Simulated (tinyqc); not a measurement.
## Implanted layer, carriers, mobility and sheet resistance: effect of the peak chemical concentration

An n-type layer from the surface x = 0 to the junction xj, N(x) = N0 exp(-(x - Rp)^2/(2 sg^2)). Local neutrality (no depletion at surface or junction, no spilling of carriers), intrinsic carriers neglected, full ionisation of active dopants.

xj = Rp + sg sqrt(2 ln(N0/Nb)). Active dopant A = min(N, Ns); n = A - Nb; mobility mu = m1 + (m2 (T/300 K)^(-bt) - m1)/(1 + ((A + Nb)/Nr)^am). Dose = integral of N, carrier sheet density = integral of n, 1/Rs = q integral of n mu, mean mobility 1/(q Rs sheet density), Hall mobility (unit Hall factor) = integral of n mu^2 over integral of n mu, Hall sheet density = (integral of n mu)^2/integral of n mu^2; all from 0 to xj. Integrals on 4000 steps.

Values chosen for this exercise; values close to those of phosphorus in silicon over a p-type background: temperature T = 500 K; background doping of the opposite type Nb = 1.9e15 cm^-3; mobility limit at high doping m1 = 69.8 cm^2/(V s); mobility limit at low doping, at 300 K m2 = 1450 cm^2/(V s); reference doping of the mobility law Nr = 9.45e16 cm^-3; exponent of the mobility law am = 0.693; temperature exponent of m2 bt = 2; solubility limit of active dopant Ns = 4.14e20 cm^-3; straggle after annealing sg = 57 nm; projected range Rp = 45 nm.

Constants: q = 1.602176634e-19 C. Results are converted to the units shown.

Effect of the peak chemical concentration:

| N0 (cm^-3) | xj (nm) | dose (cm^-2) | carriers (cm^-2) | Rs (ohm/square) | mean mobility (cm^2/(V s)) | Rs xj (ohm nm) | Hall/true sheet density |
|---|---|---|---|---|---|---|---|
| 5.3e17 | 236.3 | 5.942e12 | 5.897e12 | 5384 | 196.6 | 1.272e6 | 0.9638 |
| 1.5e18 | 253.2 | 1.682e13 | 1.677e13 | 2584 | 144.0 | 6.542e5 | 0.9508 |
| 3.9e18 | 267.6 | 4.374e13 | 4.369e13 | 1270 | 112.5 | 3.398e5 | 0.9519 |
| 1.1e19 | 282.3 | 1.234e14 | 1.233e14 | 548.5 | 92.27 | 1.548e5 | 0.9655 |
| 2.9e19 | 295.2 | 3.253e14 | 3.252e14 | 234.6 | 81.81 | 6.925e4 | 0.9801 |
| 7.9e19 | 307.9 | 8.861e14 | 8.861e14 | 92.71 | 75.98 | 2.854e4 | 0.9906 |
| 2.2e20 | 320.3 | 2.468e15 | 2.468e15 | 34.69 | 72.90 | 1.111e4 | 0.9961 |
| 5.9e20 | 331.7 | 6.618e15 | 5.535e15 | 15.74 | 71.62 | 5222 | 0.9982 |
| 1.6e21 | 342.8 | 1.795e16 | 6.887e15 | 12.68 | 71.46 | 4346 | 0.9987 |

What does the comparison show?

As N0 goes from 5.3e17 to 1.6e21, xj rises from 236 to 343 nm, Rs falls from 5380 to 12.7 ohm/square, the mean mobility falls from 197 to 71.5 cm^2/(V s) and the share of the dose that conducts goes from 99.2 through a maximum of 100 (at N0 = 2.2e20 among the rows listed) to 38.4 %. Rs goes as dose^(-0.71) at the low end and dose^(-0.22) at the high end; constant mobility and activation would give -1. Above N0 = Ns = 4.14e20 cm^-3 added dopant only widens the clipped top.

Computed by the program tinyqc: `OMP_NUM_THREADS=1 python tinyqc.py 2110016 2110017 out.jsonl`, one thread of a shared Intel Xeon 2.30GHz, about 0.01 s for the whole run.
